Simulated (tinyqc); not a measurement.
Worked calculation: deep level with several charge states, and Shockley-Read-Hall recombination. Values are carried at full precision from step to step, so a last printed digit may differ when a step is redone from the rounded ones.

Energies from Ev. The defect has charge states +1, 0, -1 with weights 1, gm exp((EF - E1)/kT), exp((2 EF - E1 - E2)/kT); the shares are the weights over their sum. Boltzmann carriers: n = Nc exp((EF - Eg)/kT), p = Nv exp(-EF/kT). Neutrality: p - n + Nd + Nt <q> = 0.

Constants: kB = 8.617333262e-05 eV/K.

Values chosen for the exercise (gap and densities of states near those of Si at this temperature; not measured data): Eg = 1.14 eV (gap); Nc = 2.08e+19 1/cm^3 (conduction-band density of states); Nv = 8.71e+18 1/cm^3 (valence-band density of states); T = 250 K; E1 = 0.302 eV (level (+1/0) above Ev); E2 = 0.711 eV (level (0/-1) above Ev); gm = 1 (degeneracy of the middle state, the others 1); Nt = 3.7e+14 1/cm^3 (defects); Nd = -7e+13 1/cm^3 (ionised shallow donors minus acceptors); E_try = 0.743 eV (trial Fermi level); Et = 0.302 eV (recombination level above Ev); sn = 7e-16 cm^2 (electron capture cross-section); sp_ = 6e-16 cm^2 (hole capture cross-section); vth = 21000000 cm/s (thermal velocity, both carriers); Nm = 6.2e+16 1/cm^3 (equilibrium holes for the lifetime steps); dn = 3.4e+12 1/cm^3 (excess pairs).

## Charge states at a trial Fermi level

Form the exponents, the shares, the mean charge and the residual of neutrality at EF = E_try.

exponents of the second and third weights: [20.470, 21.956]

shares: +1 0.0000, 0 0.1846, -1 0.8154

<q> = -0.8154

n, p (1/cm^3): [2.06e+11, 9.16e+03]

residual = -3.72e+14 1/cm^3

The residual is negative, so EF must fall.

## The neutral state

Solve for EF.

EF = 0.3340 eV

shares at EF: +1 0.185, 0 0.815, -1 0.000

n = 1.17e+03 1/cm^3
p = 1.61e+12 1/cm^3

Without the defects the majority density would be 7.00e+13 1/cm^3; with them the density of these carriers is 1.61e+12, so the defects have removed nearly all of those carriers. Most defects are in the state 0.

## Recombination through one level

One level at Et with degeneracy 1: tn = 1/(sn vth Nt), tp = 1/(sp_ vth Nt), n1 = Nc exp((Et - Eg)/kT), p1 = Nv exp(-Et/kT), ni^2 = n1 p1. Equilibrium p0 = Nm, n0 = ni^2/Nm; n = n0 + dn, p = p0 + dn. U = (n p - ni^2)/(tp (n + n1) + tn (p + p1)), lifetime dn/U; emission rates en = sn vth n1, ep = sp_ vth p1.

Evaluate each quantity.

tn, tp (microsecond): [0.1839, 0.2145]

n1, p1 (1/cm^3): [266, 7.11e+12]

U = 1.85e+19 1/(cm^3 s)
lifetime = 0.184 microsecond

The lifetime is 1.000 times the minority capture time tn and 0.462 times tn + tp, the limit of high injection.

## Emission and generation in a depleted region

With n = p = 0 the level generates pairs at G = Nt en ep/(en + ep); generation lifetime tg = ni/G; current density e G W for a width W = 1 micrometre, e = 1.602176634e-19 C.

en, ep (1/s): [3.91e-06, 8.96e+04]

G = 1.45e+09 1/(cm^3 s)
tg = 3.01e+04 microsecond
current density = 2.32e-14 A/cm^2

The slower step, electron emission, limits the rate: en/ep = 4.36e-11.

## Checks

- U against hole capture minus emission at the steady occupation of the level (1/(cm^3 s)): both 1.849e+19.

Computed by tinyqc, a small Python program: `OMP_NUM_THREADS=1 python tinyqc.py 1680271 1680272 out.jsonl` (the numbers bound the seed that draws the inputs); one thread of a shared host (Intel(R) Xeon(R) Processor @ 2.30GHz), about 0.01 s for the whole set of steps.
